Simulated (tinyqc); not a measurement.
Heterojunction of two tight-binding chains: one step. Transmission. Three cases, with inputs chosen for the exercise.

Question. The last site of the left chain has energy 2 t1 + U, and S1, S2 are the self-energies of the two half chains on it. G = 1/(E - 2 t1 - U - S1 - S2); T = 4 Im(S1) Im(S2) |G|^2.

Case 1.

Values chosen (out of a larger set: masses and offset of the size met at InAs / GaSb; not measured data): E = 1.056 eV (electron energy); U = 0 eV (extra energy on the last left site).

t1 = 16.281975 eV
S1 = -15.7539748-4.1127827i eV
S2 = -16.2604748-0.8364584i eV

Case 2.

Values chosen (out of a larger set: masses and offset of the size met at InAs / GaSb; not measured data): E = 0.802 eV (electron energy); U = -1.29 eV (extra energy on the last left site).

t1 = 4.420407 eV
S1 = -4.0194072-1.8396645i eV
S2 = -4.3937405-0.4848133i eV

Case 3.

Values chosen (out of a larger set: masses and offset of the size met at InAs / GaSb; not measured data): E = 1.16 eV (electron energy); U = 0 eV (extra energy on the last left site).

t1 = 8.504424 eV
S1 = -7.9244244-3.0868645i eV
S2 = -10.2552031-2.1507221i eV

Give: G; T.

Answer.

Case 1.

G = 0.0205-0.2000i 1/eV
T = 0.5560

A fraction 0.4440 is reflected although the electron lies above the step.

Case 2.

G = 0.2036-0.2844i 1/eV
T = 0.4365

A fraction 0.5635 is reflected although the electron lies above the step.

Case 3.

G = 0.0709-0.1594i 1/eV
T = 0.8080

A fraction 0.1920 is reflected although the electron lies above the step.

Computed by tinyqc, one run a case: `OMP_NUM_THREADS=1 python tinyqc.py N N+1 out.jsonl` with N = 1482442, 1482587, 1482688; one thread of a shared Intel(R) Xeon(R) Processor @ 2.30GHz, about 0.01 s a run at most.
